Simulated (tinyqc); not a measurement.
Speed against selectivity over temperature: anisotropic wet etching of Si(100): plane rates, V-grooves, membranes and undercut. Computed by tinyqc, a small Python program. Command: `OMP_NUM_THREADS=1 python tinyqc.py 3022529 3022530 out.jsonl wetetch walk`. One thread of a shared host (Intel(R) Xeon(R) Processor @ 2.30GHz), about 0.01 s of CPU time with the checks.

A long slot opens the mask on a (100) wafer. The floor etches at R100; (111) walls stand at theta = arctan(sqrt2) = 54.7356 degrees to the surface and recede at R111 along their normal.

Inputs (values chosen for the exercise, close to those used for potassium hydroxide solutions):
```
quantity                            value     unit
prefactor k0 of the (100) rate    5.2e+08   um/min
activation energy of (100), E        0.59       eV
ratio (100)/(111) at 80 C              58        -
extra energy of (111), dE            0.14       eV
ratio (100)/oxide at 80 C             160        -
extra energy of the oxide, dE_ox     0.25       eV
misalignment of the mask                2  degrees
wafer thickness d                     675       um
membrane thickness wanted             4.3       um
```

Constants: k_B = 8.617333262e-05 eV/K.

Method:
- R100 = k0 exp(-E/(k_B T)); a ratio given at 80 C scales as exp[(extra energy/k_B)(1/T - 1/353.15 K)]; R111 and R_ox follow by division.
- Temperatures in kelvin are T(C) + 273.15.
- Each row etches to the depth d - membrane; undercut per side = (R111/sin(theta) + R100 sin(misalignment)) x time.

Etching to a fixed depth:
```
T (C)  R100 (um/min)  R100/R111  time (h)  undercut (um)  oxide consumed (nm)
30            0.0808     123.87    138.34         30.039               1081.3
40            0.1662     104.38     67.26         31.276               1467.9
50            0.3270      88.90     34.19         32.647               1955.2
60            0.6176      76.45     18.10         34.152               2559.9
70            1.1241      66.32      9.94         35.793               3299.4
80            1.9777      58.00      5.65         37.570               4191.9
90            3.3730      51.10      3.31         39.483               5256.0
100           5.5904      45.33      2.00         41.530               6510.7
```

What follows from these numbers?

From 30 to 100 C the time falls by a factor 69.2, while the oxide loss grows by 6.02 and the undercut by 1.38: the slower planes and the mask have the higher activation energies, so heat costs selectivity. Misalignment gives 23.4 um of the undercut at any T.
